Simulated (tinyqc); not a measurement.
# From one set of inputs to another, one input at a time

Model: growth of a silicide layer between metal and silicon: linear-parabolic kinetics, ramp anneals and Kissinger analysis. Computed by tinyqc, a small Python program. Command: `OMP_NUM_THREADS=1 python tinyqc.py 3013727 3013728 out.jsonl silicide ladder`. One thread of a shared host (Intel(R) Xeon(R) Processor @ 2.30GHz), about 0.08 s of CPU time with the checks.

One compound layer of thickness x grows by diffusion through itself and reaction at an interface, dx/dt = 1/(2x/K + 1/v), until the metal is used up at x = a h.

The inputs printed are set A. Set A is modelled on CoSi; the values taken over come from a set modelled on TiSi2. Inputs not listed in the table keep their values of set A, so the rows need not describe a real material.

Inputs (values chosen for the exercise, modelled on CoSi):

| quantity | value | unit |
|---|---|---|
| metal thickness h | 7.9 | nm |
| silicide formed per metal thickness a | 2.02 | - |
| prefactor of the parabolic constant K | 4.7e+13 | nm^2/s |
| activation energy E of K | 1.83 | eV |
| prefactor of the interface velocity v | 4.5e+13 | nm/s |
| activation energy E_v | 2.01 | eV |
| temperature T | 490 | C |
| time t | 10 | s |

Constants: k_B = 8.617333262e-05 eV/K.

Method:
- The silicide ends at the thickness a h.
- K = K0 exp(-E/(k_B T)), v = v0 exp(-E_v/(k_B T)).
- Temperatures in kelvin are T(C) + 273.15.
- x^2/K + x/v = t, so x = (K/(2v)) [sqrt(1 + 4 v^2 t/K) - 1], capped at a h; completion time t_c = (a h)^2/K + a h/v, a h being the final thickness; crossover thickness K/v.

Each row keeps all changes above it:

| input moved | from | to | completion time (s) | thickness at time t (nm) | crossover thickness (nm) |
|---|---|---|---|---|---|
| set A | - | - | 1.325e+01 | 13.18 | 16.13 |
| metal thickness h (nm) | 7.9 | 42 | 2.217e+02 | 13.18 | 16.13 |
| prefactor of the parabolic constant K (nm^2/s) and activation energy E of K (eV) | 4.7e+13, 1.83 | 1.8e+11, 1.74 | 1.242e+04 | 2.29 | 0.24 |
| time t (s) | 10 | 190 | 1.242e+04 | 10.39 | 0.24 |
| prefactor of the interface velocity v (nm/s) and activation energy E_v (eV) | 4.5e+13, 2.01 | 5.5e+10, 1.91 | 1.872e+04 | 2.41 | 43.41 |
| temperature T (C) | 490 | 655 | 1.485e+02 | 84.84 | 27.42 |

Completion time goes from 13.3 to 148, a factor 11.2 in all. The largest single move comes from temperature T (a factor 0.00793), but it runs against the net change; the largest move in the direction of the net change is prefactor of the parabolic constant K with activation energy E of K (a factor 56.0). Thickness at time t goes from 13.2 to 84.8, a factor 6.44 in all. The largest single move comes from temperature T (a factor 35.2), and prefactor of the parabolic constant K with activation energy E of K works against it (a factor 0.174). Crossover thickness goes from 16.1 to 27.4, a factor 1.70 in all. The largest single move comes from prefactor of the interface velocity v with activation energy E_v (a factor 179), and prefactor of the parabolic constant K with activation energy E of K works against it (a factor 0.0150). The single moves hold for this order of the switches; the total does not depend on the order.

Extremes, crossings and ranges named in words are read from the listed rows.
